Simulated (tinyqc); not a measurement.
Relaxation at fixed composition: composition and strain of an epitaxial Si(1-x)Ge(x) layer from Raman and X-ray peaks. Computed by tinyqc, a small Python program. Command: `OMP_NUM_THREADS=1 python tinyqc.py 3029867 3029868 out.jsonl epiraman walk`. One thread of a shared host (Intel(R) Xeon(R) Processor @ 2.30GHz), about 0.01 s of CPU time with the checks.

A (001) layer, biaxially strained in the plane. The Raman peaks follow empirical lines omega = w0 + c1 x + c3 x^3 + b eps (c3 for Si-Ge alone), with eps the in-plane strain.

Inputs (values chosen for the exercise, modelled on silicon-germanium):

| quantity | value | unit |
|---|---|---|
| Ge fraction x | 0.77 | - |
| lattice constant of Si | 5.431 | angstrom |
| lattice constant of Ge | 5.658 | angstrom |
| bowing B | 0.028 | angstrom |
| 2 C12/C11 of Si | 0.763 | - |
| 2 C12/C11 of Ge | 0.753 | - |
| Si-Si: w0 | 520.5 | 1/cm |
| Si-Si: c1 | -65 | 1/cm |
| Si-Si: strain coefficient b | -776 | 1/cm |
| Ge-Ge: w0 | 280.4 | 1/cm |
| Ge-Ge: c1 | 19.1 | 1/cm |
| Ge-Ge: strain coefficient b | -424 | 1/cm |
| X-ray wavelength | 1.540598 | angstrom |

Substrate: silicon.

Method:
- Relaxed lattice constant a(x) = a_Si + (a_Ge - a_Si) x - B x (1 - x).
- In-plane constant a_par = a_sub + R (a(x) - a_sub); eps = a_par/a(x) - 1; eps_perp = -(2 C12/C11) eps with 2 C12/C11 linear in x; a_perp = a(x) (1 + eps_perp).
- (004) Bragg angle theta = arcsin(2 lambda/a), with a = a_perp for the layer and a_sub for the substrate; separation = layer less substrate. The apparent x is the one that a fully strained layer (R = 0) would need to give the same a_perp.

Signatures:

| R | eps (per mille) | Si-Si (1/cm) | Ge-Ge (1/cm) | a_perp (angstrom) | (004) separation (arcsec) | apparent x if R = 0 is assumed |
|---|---|---|---|---|---|---|
| 0.00 | -30.322 | 493.98 | 307.96 | 5.7291 | -7306.6 | 0.77000 |
| 0.15 | -25.774 | 490.45 | 306.04 | 5.7099 | -6862.8 | 0.72431 |
| 0.30 | -21.226 | 486.92 | 304.11 | 5.6906 | -6415.5 | 0.67816 |
| 0.50 | -15.161 | 482.22 | 301.54 | 5.6650 | -5813.4 | 0.61586 |
| 0.70 | -9.097 | 477.51 | 298.96 | 5.6393 | -5204.6 | 0.55265 |
| 0.85 | -4.548 | 473.98 | 297.04 | 5.6201 | -4743.6 | 0.50463 |
| 1.00 | 0.000 | 470.45 | 295.11 | 5.6008 | -4278.7 | 0.45606 |

What follows from these numbers?

Full relaxation moves the Si-Si peak by -23.53 per cm and shrinks the X-ray separation to 59 % of its strained value, about 1/(1 + 2 C12/C11). A symmetric reflection alone cannot part x from R: a relaxed layer read as strained gives x = 0.456 in place of 0.77. An asymmetric reflection or a second peak is needed.

Extremes, crossings and ranges named in words are read from the listed rows.
